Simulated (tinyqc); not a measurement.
# Changing the exchange J2

Model: Heisenberg spin cluster by exact diagonalisation: multiplets, susceptibility, level crossings. Computed by tinyqc, a small Python program. Command: `OMP_NUM_THREADS=1 python tinyqc.py 3027396 3027397 out.jsonl spincl sweep`. One thread of a shared host (Intel(R) Xeon(R) Processor @ 2.30GHz), about 0.01 s of CPU time with the checks.

H = J1 sum S_i.S_j over the bonds 1-2, 2-3 + J2 sum over 1-3 - g mu_B B S_z; J > 0 is antiferromagnetic.

Inputs (values chosen for the exercise, for a model cluster):
```
quantity       value  unit
exchange J1     8.51   meV
g factor        2.11     -
temperature T    110     K
field B            5     T
```

Cluster: triangle, two J1 bonds and one J2 bond. Spin s of each site: 1.

Constants: k_B = 8.617333262e-05 eV/K; mu_B = 5.7883818060e-05 eV/T.

Method:
- Every multiplet has one member in the block S_z = 0; diagonalise it and read the total spin from <S^2> = S (S + 1).
- Z = sum k (2S + 1) exp(-E/(k_B T)) over the table, k the number of multiplets; <S^2> likewise with the factor S (S + 1); chi T = N_A g^2 mu_B^2 <S^2>/(3 k_B) = 0.125049 g^2 <S^2> cm^3 K/mol (cgs, per mole of clusters); C = (<E^2> - <E>^2)/(k_B T)^2; entropy = ln Z + <E>/(k_B T).
- Each multiplet splits as E - g mu_B B m; <S_z> is the Boltzmann mean. The first level crossing is at the smallest (E_S - E_0)/(g mu_B (S - S_0)) over higher spins (0 if the ground state has the highest spin).

One run for each value:
```
exchange J2 (meV)  ground energy (meV)  gap to the next level (meV)  chi T (cm^3 K/mol)  first crossing field (T)
-8.50                           -34.03                        17.02              1.6657                    139.35
-6.30                           -31.83                        17.02              1.6470                    139.35
-4.10                           -29.63                        16.71              1.6187                    139.35
-1.90                           -27.43                        12.31              1.5772                    139.35
0.34                            -25.19                         7.83              1.5185                    139.35
2.60                            -22.93                         3.31              1.4425                    139.35
4.80                            -21.82                         1.09              1.3577                      8.92
7.00                            -24.02                         5.49              1.2725                     44.95
9.20                            -26.22                         7.82              1.1983                     64.03
11.00                           -28.02                         6.02              1.1509                     49.29
14.00                           -31.02                         3.02              1.1006                     24.73
```

Describe and explain the trends.

Over the rows, ground energy (meV) goes from -34.0 through a maximum among these rows, -21.8 at 4.80, to -31.0; gap to the next level (meV) lies between 1.09 and 17.0 without a single trend; chi T (cm^3 K/mol) falls from 1.67 to 1.10. The gap is smallest, 1.09 meV, at J2 = 4.80 meV among these rows; a gap that closes marks a crossing of two levels.

Extremes, crossings and ranges named in words are read from the listed rows.
